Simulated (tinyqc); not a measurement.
Worked calculation: round or elliptic silicon nanowire with anisotropic valleys (Ritz method). Values are carried at full precision from step to step, so a last printed digit may differ when a step is redone from the rounded ones.

Wire along x = [100] on a (001) wafer, y = [010], z = [001]. Valley groups, two valleys each (w = inverse masses): A, axis along z: w_y = 1/mt, w_z = 1/ml, m_x = mt; B, axis along y: w_y = 1/ml, w_z = 1/mt, m_x = mt; C, axis along x: w_y = w_z = 1/mt, m_x = ml.

Constants: hbar^2/2m0 = 3.80998211 eV angstrom^2; kB = 8.617333262e-05 eV/K.

Values chosen for the exercise (near those of a Si nanowire; shifted at random, so the results belong to these values and not to a real crystal):
```
symbol  value  unit      meaning
ml      0.902  m0        longitudinal mass
mt      0.188  m0        transverse mass
a       18     angstrom  semi-axis along y
b       18     angstrom  semi-axis along z
group   A                valley group worked out
T       300    K         temperature
```

## Stretching the ellipse

Scaling y by 1/sqrt(w_y) and z by 1/sqrt(w_z) makes the mass 1 and the semi-axes A = a/sqrt(w_y), B = b/sqrt(w_z). List them with the one-function estimate 3c (1/A^2 + 1/B^2) and the slender limit c (pi/2s)^2 (1 + 2s/(pi l)), s and l the smaller and larger of A, B; c = hbar^2/2m0.

Groups:
```
group  g      A      B  axis ratio  one function (eV)  slender limit (eV)
A      2   7.80  17.10       2.190             0.2268              0.1992
B      2  17.10   7.80       2.190             0.2268              0.1992
C      2   7.80   7.80       1.000             0.3753              0.2526
```

The one-function value suits axis ratios near 1 and the slender limit ratios well above 2.

## Matrices of three even functions

Hard wall on the ellipse (y/a)^2 + (z/b)^2 = 1, c = hbar^2/2m0. With u = y/a, v = z/b the operator is -c [(w_y/a^2) d2/du2 + (w_z/b^2) d2/dv2] on the unit disc. Basis (1 - u^2 - v^2) u^i v^j; S, X and Y are the disc integrals of f f', (df/du)(df'/du) and (df/dv)(df'/dv), from the integral of u^p v^q = 2 Gamma((p+1)/2) Gamma((q+1)/2)/((p + q + 2) Gamma((p+q+2)/2)) for even p, q; H = c (w_y X/a^2 + w_z Y/b^2).

Basis 1, u^2, v^2 times (1 - u^2 - v^2); form S and H for the chosen group.

S, rows 1, u^2, v^2 and columns alike:
```
[[1.047198, 0.130900, 0.130900],
 [0.130900, 0.039270, 0.013090],
 [0.130900, 0.013090, 0.039270]]
```

H (meV), rows 1, u^2, v^2 and columns alike:
```
[[237.4597, 39.5766, 39.5766],
 [39.5766, 47.5918, 4.9471],
 [39.5766, 4.9471, 21.6673]]
```

## Lowest level in this basis

Solve H p = E S p for the wire level; give E, the ratios p2/p1 and p3/p1, and H11/S11.

E = 215.1 meV

ratios: [-0.25, -0.82]

one function = 226.8 meV

The two added functions lower the level by 11.7 meV (5.2 %), mostly by narrowing the state along v, the direction in which the stretched ellipse is long.

## Subbands

Converged values use 21 functions of each parity class (e or o in u, then in v).

The nine lowest levels of all groups and parity classes.

Subbands:
```
group, parity  g  m_x (m0)  E (eV)
A ee           2    0.1880  0.2149
B ee           2    0.1880  0.2149
C ee           2    0.9020  0.3617
A eo           2    0.1880  0.3620
B oe           2    0.1880  0.3620
A ee           2    0.1880  0.5627
B ee           2    0.1880  0.5627
A oe           2    0.1880  0.7219
B eo           2    0.1880  0.7219
```

At 300 K and without degeneracy the populations go as g sqrt(m_x) exp(-E/kB T): among these nine the lowest level, shared by A ee and B ee, holds 99 % and the light transport mass mt 100 % of the electrons. Levels above about 0.3 eV lie beyond parabolic valleys and hard walls.

## Checks

- Circle of radius a with both masses mt against c (2.404826/R)^2/m, eV: both 0.3617.

tinyqc: `OMP_NUM_THREADS=1 python tinyqc.py 1250294 1250295 out.jsonl`; about 0.06 s, one thread, shared Intel(R) Xeon(R) Processor @ 2.30GHz.
